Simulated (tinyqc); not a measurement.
Quasiparticle equation with a plasmon-pole self-energy for two band edges, step by step. Values are carried at full precision from step to step, so a last printed digit may differ when a step is redone from the rounded ones.

For each edge E = e + X + Sc(E), with the correlation part Sc(E) = A[0]/(E - a + w) + A[1]/(E - b - w); a and b are the valence and conduction energies that enter the Green function (a = ev, b = ec in the one-shot scheme). Z = 1/(1 - dSc/dE), dSc/dE = -A[0]/(E - a + w)^2 - A[1]/(E - b - w)^2.

Values chosen for the exercise (scales of the order of those of Ge; not measured data):

| symbol | value | unit | meaning |
|---|---|---|---|
| ev | 0 | eV | mean-field valence top |
| ec | 0.1 | eV | mean-field conduction edge |
| w | 14.6 | eV | pole energy |
| Av | (35.7, 18.1) | eV^2 | weights of the valence state on the hole and electron poles |
| Ac | (17, 41.9) | eV^2 | the same for the conduction state |
| Xv | -1.55 | eV | exchange minus the mean-field potential, valence |
| Xc | 2.24 | eV | the same, conduction |

## Linearised one-shot correction

Evaluate Sc and its slope at the mean-field energy; E = e + Z (X + Sc).

Terms:

| edge | Sc (eV) | dSc/dE | Z | X + Sc (eV) | E (eV) |
|---|---|---|---|---|---|
| valence | 1.2139 | -0.2512 | 0.7992 | -0.3361 | -0.2686 |
| conduction | -1.7134 | -0.2752 | 0.7842 | 0.5266 | 0.5129 |

gap = 0.7815 eV
gap with Z = 1 = 0.9627 eV

The gap opens by 0.682 eV, 39 % of it by lowering the valence top. Setting Z = 1 would overshoot by 0.181 eV. X and Sc have opposite signs and are each larger than the sum they leave, so both must be converged well.

## Solving the equation for the conduction edge

Newton steps on f(E) = E - ec - Xc - Sc(E) from E = ec; the first step is the linearised result.

Iterates:

| step | E (eV) | Sc (eV) | f (eV) |
|---|---|---|---|
| 0 | 0.10000 | -1.71340 | -0.526600 |
| 1 | 0.51294 | -1.82853 | 0.001475 |
| 2 | 0.51179 | -1.82821 | 0.000000 |
| 3 | 0.51179 | -1.82821 | 0.000000 |

The linearisation errs by +1.1 meV, as the shift is only 0.028 of the pole energy.

## All solutions for the valence state

Multiplying out gives a cubic; give its three roots and their weights Z.

roots (eV): -16.999  -0.268  15.818

weights: 0.1385  0.7971  0.0644

The weights add up to 1. The satellite below lies 16.73 eV from the main peak, 15 % more than w: this scheme places plasmon satellites too far out, and gives one where a cumulant form gives a series.

## Updating the energies in the Green function

Solve both equations exactly, put the results in place of a and b, and repeat five times; w is kept.

Cycles (eV):

| cycle | Ev | Ec | gap |
|---|---|---|---|
| 1 | -0.2683 | 0.5118 | 0.7800 |
| 2 | -0.2790 | 0.5620 | 0.8410 |
| 3 | -0.2774 | 0.5692 | 0.8466 |
| 4 | -0.2767 | 0.5704 | 0.8471 |
| 5 | -0.2766 | 0.5706 | 0.8472 |

The update moves the gap by +67 meV from the one-shot value; each cycle shrinks the change to about 0.09 of the one before.

## Checks

- Sum of the weights of the three roots: both 1.000000.
- Newton result against the root by bisection (eV): both 0.51179.

Run: tinyqc, `OMP_NUM_THREADS=1 python tinyqc.py 1850824 1850825 out.jsonl`; Intel(R) Xeon(R) Processor @ 2.30GHz, one thread, shared host; about 0.02 s of CPU time with all checks.
